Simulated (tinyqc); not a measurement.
A longer run and its error bar: q-state Potts model on a small periodic square lattice: enumeration, Metropolis, heat-bath and Wolff steps. Computed by tinyqc, a small Python program. Command: `OMP_NUM_THREADS=1 python tinyqc.py 3110554 3110555 out.jsonl potts walk`. One thread of a shared host (Intel(R) Xeon(R) Processor @ 2.30GHz), about 0.09 s of CPU time with the checks.

E = -J x (number of nearest-neighbour bonds with equal states); n x n sites with periodic edges have 2 n^2 bonds. Order parameter m = (q f - 1)/(q - 1), f being the largest share of one state. Sites are numbered row by row from 0. Here q = 4 and n = 3.

Inputs (values chosen for the exercise, for a model of domains or grain orientations): number of states q = 4; edge n = 3; coupling J = 49 meV; temperature T = 652 K; seed = 127463.

Update: heat bath.

Constants: k_B = 8.617333262e-05 eV/K.

Method:
- K = J/(k_B T); the infinite square lattice orders at K_c = ln(1 + sqrt(q)); Wolff bond probability p = 1 - exp(-K).
- All q^(n^2) states are counted by their number b of equal bonds; weights g(b) exp(K b), K = J/(k_B T). Per site: u = -J <b>/n^2, c/k_B = K^2 (<b^2> - <b>^2)/n^2.
- ln Z = ln sum g(b) exp(K b); entropy per site s/k_B = (ln Z - K <b>)/n^2.
- After 400 updates are discarded, b is recorded for 4000 sweeps of n^2 steps of the update named (random numbers not printed, so these rows are one sample). Records are averaged in blocks; the error is the scatter of block means over sqrt(number of blocks), and the last column its square over that for single records.

start states:
```
[[0, 3, 2],
 [2, 3, 1],
 [2, 3, 1]]
```

K = 0.872119

<b> = 11.7396

Blocking:
```
block length  mean b    error  variance ratio
1             11.951  0.06784          1.0000
4             11.951  0.10734          2.5035
16            11.951  0.14049          4.2884
40            11.951  0.13980          4.2462
100           11.951  0.13711          4.0846
```

The run gives 11.951 +/- 0.140 (blocks of 40) against the exact 11.740, a difference of 1.5 error bars. Single records understate the error by a factor of about 2.1, because successive records are correlated.

Extremes, crossings and ranges named in words are read from the listed rows.
